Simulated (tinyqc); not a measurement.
Configuration-coordinate model of carrier capture at a defect: sweeps and comparisons. A value that a table varies takes the place of the one given here.

Two parabolas of equal curvature k in one coordinate Q: with the carrier free at the band edge, U_f = k Q^2/2; with the carrier trapped, U_t = k (Q - dQ)^2/2 - ET. ER = k dQ^2/2, Huang-Rhys factor S = ER/hw, hw = 0.0646541 sqrt(k/M) eV for k in eV/angstrom^2 and M in u. The curves cross at a height Eb = (ER - ET)^2/(4 ER) above the free minimum.

Multiphonon factor for giving p = ET/hw phonons to the lattice: W = exp(-S (2 nb + 1)) ((nb + 1)/nb)^(p/2) I_p(x), nb = 1/(exp(hw/kT) - 1), x = 2 S sqrt(nb (nb + 1)), I_p the modified Bessel function. Classical limit: W = hw exp(-Eb/kT)/sqrt(4 pi ER kT). At T = 0: exp(-S) S^p/Gamma(p + 1).

Constants: kB = 8.617333262e-05 eV/K.

Inputs chosen for the exercise (of the size met at a vacancy centre in SiC; not measured data): ET = 1.12 eV (thermal depth of the level below the band edge); ER = 0.32 eV (relaxation energy); hw = 0.047 eV (phonon energy of the mode); T = 350 K (temperature).

## Capture against temperature

The local activation energy is -d ln W/d(1/kT), by central differences with T changed by 1 %.

Against T:
```
T (K)  kT/hw  log10 W  log10 W, classical  activation energy (eV)
40     0.073   -6.662             -63.396                  0.0000
60     0.110   -6.661             -42.485                  0.0001
80     0.147   -6.656             -32.048                  0.0006
120    0.220   -6.606             -21.636                  0.0060
160    0.293   -6.487             -16.449                  0.0190
220    0.403   -6.216             -12.223                  0.0488
300    0.550   -5.789              -9.236                  0.0967
400    0.733   -5.269              -7.199                  0.1556
550    1.008   -4.616              -5.550                  0.2290
```

log10 W at T = 0 = -6.662
Eb = 0.5000 eV

At 40 K log10 W is -6.66, against -6.66 at T = 0 and -63.4 classically; at 550 K the two forms differ by +0.93. The activation energy read from an Arrhenius plot goes from 0.000 eV at 40 K to 0.229 at 550 K, with its largest value 0.229 at 550 K, against Eb = 0.500 eV; the classical form itself gives Eb - kT/2. A measured slope therefore understates the barrier.

## Capture against depth of the level

ET is varied at fixed ER, hw and T, as by moving the band edge with alloying or pressure.

Against ET:
```
ET/ER  ET (eV)  Eb (eV)  log10 W  log10 W, classical
0.10     0.032   0.0648   -1.721              -1.803
0.25     0.080   0.0450   -1.447              -1.518
0.50     0.160   0.0200   -1.120              -1.158
0.75     0.240   0.0050   -0.946              -0.942
1.00     0.320   0.0000   -0.907              -0.870
1.25     0.400   0.0050   -0.990              -0.942
1.50     0.480   0.0200   -1.180              -1.158
2.00     0.640   0.0800   -1.840              -2.022
3.00     0.960   0.3200   -4.055              -5.478
```

Capture is fastest at ET/ER = 1 among these rows, where the barrier vanishes or nearly so. The classical form is symmetric about ET = ER; the quantum one gives -1.12 at 0.5 and -1.18 at 1.5, against -1.16 for both. At ET = 3 ER it lies 1.4 decades above the classical value: deep levels capture by emitting many phonons, and the rate falls with depth by 6.9 decades per eV between the last two rows. Rows deeper than the gap of the host are formal.

## Phonon side bands at T = 0

Weights exp(-S) S^j/j! of the line with j phonons, S = ER/hw; absorption at ET + j hw, emission at ET - j hw (a dash if negative).

Lines:
```
j    weight  absorption (eV)  emission (eV)
0   0.00110            1.120          1.120
1   0.00752            1.167          1.073
2   0.02560            1.214          1.026
3   0.05809            1.261          0.979
4   0.09888            1.308          0.932
5   0.13464            1.355          0.885
6   0.15279            1.402          0.838
7   0.14861            1.449          0.791
8   0.12647            1.496          0.744
9   0.09568            1.543          0.697
10  0.06514            1.590          0.650
11  0.04032            1.637          0.603
12  0.02288            1.684          0.556
13  0.01198            1.731          0.509
```

The zero-phonon line holds 0.11 % of the band and the largest weight falls on j = 6, next to S = 6.81; the lines listed add to 0.9897.

## What each parameter does

Eb, log10 W and the full width 2.35482 sqrt(ER hw coth(hw/2kT)). Each row changes one parameter from the base and keeps the others.

Results:
```
case            Eb (eV)  log10 W  full width (eV)
base             0.5000   -5.522           0.3576
ET = 1.16 eV     0.5513   -5.921           0.3576
ER = 0.37 eV     0.3801   -4.638           0.3845
hw = 0.0564 eV   0.5000   -5.005           0.3695
T = 380 K        0.5000   -5.368           0.3681
```

The largest shifts from the base row, up to three for each result and ties (the steps differ in size, so this ranks the rows, not the parameters). Eb (eV): ER -0.1199, ET +0.0512; unchanged at the printed digits by hw and T. log10 W: ER +0.884, hw +0.517, ET -0.399. full width (eV): ER +0.0269, hw +0.0119, T +0.0105; unchanged at the printed digits by ET.

Program tinyqc; command `OMP_NUM_THREADS=1 python tinyqc.py 1480561 1480562 out.jsonl`; about 0.01 s on one thread of a shared Intel(R) Xeon(R) Processor @ 2.30GHz.
